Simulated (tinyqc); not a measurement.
# Doping and voltage from widths and field

Question. In the depletion approximation an abrupt p-n junction has a triangular field: peak E = q Nd xn/(eps0 eps_r) = q Na xp/(eps0 eps_r), W = xn + xp, and Vbi - V = E W/2. Find Nd, Na and Vbi - V.

Inputs (values chosen for the exercise): relative permittivity eps_r = 11.7.

Constants: q = 1.602176634e-19 C, eps0 = 8.8541878128e-14 F/cm where lengths are in cm. Results are converted to the units shown.

W = 97.733619 nm
peak field = 181.73435 kV/cm
xn = 90.389475 nm

Solution. Gauss's law on each side gives its doping from the peak field and its width; the voltage is the area of the triangle.

Nd = 1.300e17 cm^-3
Na = 1.600e18 cm^-3
Vbi - V = 0.8881 V

Computed by the program tinyqc: `OMP_NUM_THREADS=1 python tinyqc.py 2000074 2000075 out.jsonl`, one thread of a shared Intel Xeon 2.30GHz, about 0.01 s for the whole run.
